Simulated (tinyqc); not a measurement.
Inside a calculation. Model: capacitance of parallel on-chip lines from Laplace's equation on a mesh.

Computed by the program tinyqc: `OMP_NUM_THREADS=1 python tinyqc.py 2790174 2790175 out.jsonl`, one thread of a shared Intel Xeon 2.30GHz, about 1 s for the whole run. Printed values are rounded.

Cross-section of an endless row of equal lines between two grounded planes; neighbours are driven in antiphase (+1 V and -1 V), so the plane midway between two lines is at 0 V. By symmetry one quarter is solved: x runs from the centre of a line (column 0, mirror) to that midplane (column 5, 0 V), y from the mid-height of the line (row 0, mirror) to the ground plane (row 5, 0 V). The line fills columns 0 to 2 and rows 0 to 2 at 1 V. Cells beside the line (below row 2) have e2, cells above have e1. Each link between nodes has the conductance g = mean permittivity of the two cells beside it (a cell beyond a mirror counts as 0), and the free nodes obey sum g (V_neighbour - V) = 0.

Parameters, values chosen for the exercise: relative permittivity above and below the lines e1 = 3.9; relative permittivity between the lines e2 = 2.7; over-relaxation factor om = 1.2.

Constants: eps0 = 8.8541878128e-12 F/m. Results are converted to the units shown.

## Link conductances

gx[j, i] joins node (row j, column i) to column i + 1, gy[j, i] to row j + 1.

gx:
```
       col 0  col 1  col 2  col 3  col 4
row 0   1.35   1.35   1.35   1.35   1.35
row 1    2.7    2.7    2.7    2.7    2.7
row 2    3.3    3.3    3.3    3.3    3.3
row 3    3.9    3.9    3.9    3.9    3.9
row 4    3.9    3.9    3.9    3.9    3.9
row 5   1.95   1.95   1.95   1.95   1.95
```

gy:
```
       col 0  col 1  col 2  col 3  col 4  col 5
row 0   1.35    2.7    2.7    2.7    2.7   1.35
row 1   1.35    2.7    2.7    2.7    2.7   1.35
row 2   1.95    3.9    3.9    3.9    3.9   1.95
row 3   1.95    3.9    3.9    3.9    3.9   1.95
row 4   1.95    3.9    3.9    3.9    3.9   1.95
```

## Iteration 1: relaxation sweep

V at the start (V):
```
       col 0  col 1  col 2  col 3  col 4  col 5
row 0      1      1      1      0      0      0
row 1      1      1      1      0      0      0
row 2      1      1      1      0      0      0
row 3      0      0      0      0      0      0
row 4      0      0      0      0      0      0
row 5      0      0      0      0      0      0
```

One sweep visits the free nodes row by row from row 0, left to right, and replaces V by V + om (weighted mean of the neighbours - V), using new values at once.

V after sweep 1 (V):
```
         col 0    col 1    col 2    col 3    col 4    col 5
row 0  1.00000  1.00000  1.00000  0.30000  0.09000  0.00000
row 1  1.00000  1.00000  1.00000  0.39000  0.14400  0.00000
row 2  1.00000  1.00000  1.00000  0.39573  0.15406  0.00000
row 3  0.30000  0.39000  0.41700  0.24382  0.11936  0.00000
row 4  0.09000  0.14400  0.16830  0.12364  0.07290  0.00000
row 5  0.00000  0.00000  0.00000  0.00000  0.00000  0.00000
```

## Iteration 2: relaxation sweep

As before.

V after sweep 2 (V):
```
         col 0    col 1    col 2    col 3    col 4    col 5
row 0  1.00000  1.00000  1.00000  0.50100  0.21870  0.00000
row 1  1.00000  1.00000  1.00000  0.53422  0.24329  0.00000
row 2  1.00000  1.00000  1.00000  0.48464  0.21662  0.00000
row 3  0.50100  0.54060  0.50242  0.32025  0.15906  0.00000
row 4  0.21870  0.24948  0.22900  0.16192  0.08171  0.00000
row 5  0.00000  0.00000  0.00000  0.00000  0.00000  0.00000
```

## Course of the relaxation

Stop when no node changes by 1e-7 V. C = 4 eps0 sum g (difference of V along the link)^2, in aF/um.

Course of the iteration:
```
sweep  C (aF/um)  largest change (V)
1        301.898               0.417
2        252.845               0.201
3        244.898              0.0888
4        243.876              0.0338
5        243.765              0.0115
6        243.753             4.13e-3
7        243.751             1.17e-3
8        243.751             3.79e-4
9        243.751             1.16e-4
10       243.751             3.73e-5
11       243.751             1.16e-5
12       243.751             3.62e-6
13       243.751             1.14e-6
14       243.751             3.57e-7
15       243.751             1.12e-7
16       243.751             3.51e-8
```

Converged in 16 sweeps. Over the last four sweeps the change shrinks by about 0.31 a sweep. C comes down from above, since the solution minimises the energy.

## Capacitance per length

converged V (V):
```
         col 0    col 1    col 2    col 3    col 4    col 5
row 0  1.00000  1.00000  1.00000  0.63595  0.30567  0.00000
row 1  1.00000  1.00000  1.00000  0.61907  0.29336  0.00000
row 2  1.00000  1.00000  1.00000  0.54698  0.24871  0.00000
row 3  0.64005  0.62542  0.56290  0.36611  0.17587  0.00000
row 4  0.30937  0.29872  0.26008  0.17871  0.08864  0.00000
row 5  0.00000  0.00000  0.00000  0.00000  0.00000  0.00000
```

C = 4 eps0 sum g (difference of V)^2 over all links (twice the energy of the four quarters, line at 1 V). Plate estimate without fringing: eps0 [2 e1 w/hd + 2 e2 t/(s/2)], w = 4 hx, t = 4 hx, s/2 = 3 hx, hd = 3 hx.

C = 243.751 aF/um
plate estimate = 155.834 aF/um

C depends on the shape only, not on the mesh step hx. Meshes 6, 12 and 24 times finer extrapolate (Aitken) to 230.8 aF/um; this mesh is 5.6 % above that, and the plate estimate is 32 % below it.
